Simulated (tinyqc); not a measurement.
Sheet resistance of a shallow doped layer with concentration-dependent mobility and limited activation: one step, computed by the program tinyqc. Command: `OMP_NUM_THREADS=1 python tinyqc.py 3013027 3013028 out.jsonl irvin walk`. One thread of a shared host (Intel(R) Xeon(R) Processor @ 2.30GHz), about 0.01 s of CPU time with the checks.

A layer of one dopant lies in a background of the opposite type. Current flows parallel to the surface down to the junction; depletion is ignored.

Problem. Active limit and depths. C(x) = C_s erfc(x/l). Temperatures in kelvin are T(C) + 273.15. Active limit C_a = prefactor x exp(-energy/(k_B T)); the junction lies where C = C_B, and the profile exceeds C_a down to x_a (zero if C_s is below C_a). Slope at the junction in nm per decade = ln(10) C/|dC/dx|.

Inputs (values chosen for the exercise, modelled on boron in silicon): surface concentration C_s = 1.9e+20 1/cm^3; length l = 18 nm; background C_B = 2e+18 1/cm^3; prefactor of the active limit = 7.9e+22 1/cm^3; energy of the active limit = 0.73 eV; anneal temperature T = 850 C.

Profile: erfc.

Constants: k_B = 8.617333262e-05 eV/K.

Give: active limit C_a; junction depth x_j; depth x_a; abruptness at the junction.

Solution.

active limit C_a = 4.188e+19 1/cm^3

junction depth x_j = 32.56 nm

depth x_a = 15.60 nm

abruptness at the junction = 10.19 nm/decade
